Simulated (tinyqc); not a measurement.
Inside a calculation. Method: Hubbard chain of 5 sites. Computed by tinyqc, a small Python program that keeps every step. Settings: hopping = 1.76, U = 6.3, mixing = 0.5, iteration cap = 78. Command: `OMP_NUM_THREADS=1 python tinyqc.py 25720 25721 out.jsonl` (the two numbers bound the seeds that draw the settings). One thread of a shared host (Intel(R) Xeon(R) Processor @ 2.60GHz), about 0.2 s of CPU time with the checks. Later iterations appear only in the table of the cycle.

## Mean-field iteration 1

one-body matrix (hopping and site energies) (eV):
```
           1          2          3          4          5
1  -0.130000  -1.760000   0.000000   0.000000   0.000000
2  -1.760000   0.600000  -1.760000   0.000000   0.000000
3   0.000000  -1.760000   0.330000  -1.760000   0.000000
4   0.000000   0.000000  -1.760000   0.800000  -1.760000
5   0.000000   0.000000   0.000000  -1.760000  -0.400000
```

U = 6.300000 eV

electrons, up and down: 3  3

mixing = 0.500000

n(up) at the start (a guess, not normalised): 1 0.900000, 2 0.300000, 3 0.900000, 4 0.300000, 5 0.900000

n(down) at the start (a guess): 1 0.300000, 2 0.900000, 3 0.300000, 4 0.900000, 5 0.300000

H(up) = T + U n(down), H(down) = T + U n(up); fill the lowest levels; n(new) = n + mixing (n(out) - n); E = tr T (rho up + rho down) + U sum n_up n_down of the output.

levels, up (eV): 0.399325  1.039446  1.875500  6.946903  7.948825

levels, down (eV): 0.741559  1.745605  5.565784  6.266463  7.670590

energy = 3.112131 eV

n(up) after iteration 1: 1 0.907386, 2 0.230656, 3 0.875341, 4 0.224076, 5 0.912541

n(down) after iteration 1: 1 0.348871, 2 0.841563, 3 0.356779, 4 0.836529, 5 0.466259

## Mean-field iteration 2

As before.

levels, up (eV): 0.692596  1.582839  2.434622  6.685030  7.759913

levels, down (eV): 0.384399  1.376926  5.570068  6.237144  7.476463

energy = 2.964845 eV

n(up) after iteration 2: 1 0.902740, 2 0.212064, 3 0.850952, 4 0.210584, 5 0.898660

n(down) after iteration 2: 1 0.361742, 2 0.823994, 3 0.391056, 4 0.816886, 5 0.531322

## Mean-field iteration 3

As before.

levels, up (eV): 0.803117  1.744766  2.722164  6.622165  7.735289

levels, down (eV): 0.277547  1.283018  5.478852  6.177845  7.355237

energy = 2.933958 eV

n(up) after iteration 3: 1 0.898192, 2 0.209808, 3 0.832350, 4 0.216496, 5 0.880654

n(down) after iteration 3: 1 0.354583, 2 0.816569, 3 0.414799, 4 0.806481, 5 0.570067

## Convergence

Each step fills the lowest levels of T + U n(other spin) and sets n(new) = n + mixing (n(out) - n); stop when output and input agree to 1e-8.

Course of the cycle:
```
iteration      E (eV)  largest |n(out) - n(in)|  mean |n_up - n_down|
1          3.11213138                  3.33e-01              0.498687
2          2.96484462                  1.30e-01              0.485242
3          2.93395762                  7.75e-02              0.470104
4          2.91495810                  6.45e-02              0.457491
5          2.89778558                  6.00e-02              0.446702
6          2.88098524                  5.84e-02              0.437144
7          2.86397972                  5.78e-02              0.428352
8          2.84648737                  5.72e-02              0.419975
9          2.82848563                  5.60e-02              0.418174
10         2.81024533                  5.40e-02              0.429163
11         2.79232550                  5.08e-02              0.439592
...               ...                       ...                   ...
68         2.69232741                  2.55e-03              0.422048
69         2.69227811                  2.49e-03              0.422110
70         2.69223085                  2.44e-03              0.422169
71         2.69218551                  2.39e-03              0.422225
72         2.69214200                  2.34e-03              0.422279
73         2.69210022                  2.29e-03              0.422329
74         2.69206008                  2.25e-03              0.422377
75         2.69202151                  2.20e-03              0.422423
76         2.69198443                  2.16e-03              0.422466
77         2.69194877                  2.12e-03              0.422507
78         2.69191445                  2.08e-03              0.422546
```

Not converged within 78 iterations: the residual falls steadily but slowly, by a factor of about 0.98 a step. The lowest mean-field energy found from random starts is 2.69191 eV. Reruns (cap 100 unless said): mixing 0.2: not converged; mixing 0.9: not converged; the original settings with a cap of 400: not converged.

## Exact diagonalisation (100 states)

Lowest levels of the sector, and the double occupancy of the lowest state.

lowest levels (eV): 1.393977  2.379049  3.054574  3.281391  3.774214  3.781615

double occupancy per site = 0.268963

## The lowest level by Lanczos steps

From a random start vector (not printed): a_j = <q_j|H|q_j>, b_j = norm of the remainder after orthogonalising; the Ritz value is the lowest eigenvalue of the tridiagonal matrix of a and b so far.

Lanczos:
```
j    a_j (eV)  b_j (eV)  lowest Ritz value (eV)
1    9.401493  6.187460              9.40149277
2   11.184802  6.135258              4.04177071
3   12.589026  5.438360              2.22172416
4   12.712550  5.664962              1.66796789
5   14.433439  5.826060              1.48112134
6   15.272397  5.344232              1.42234386
7   13.388088  5.459796              1.40554938
8   13.813347  6.226119              1.39976278
9   13.657181  5.781373              1.39675912
10  14.099634  5.428062              1.39530947
```
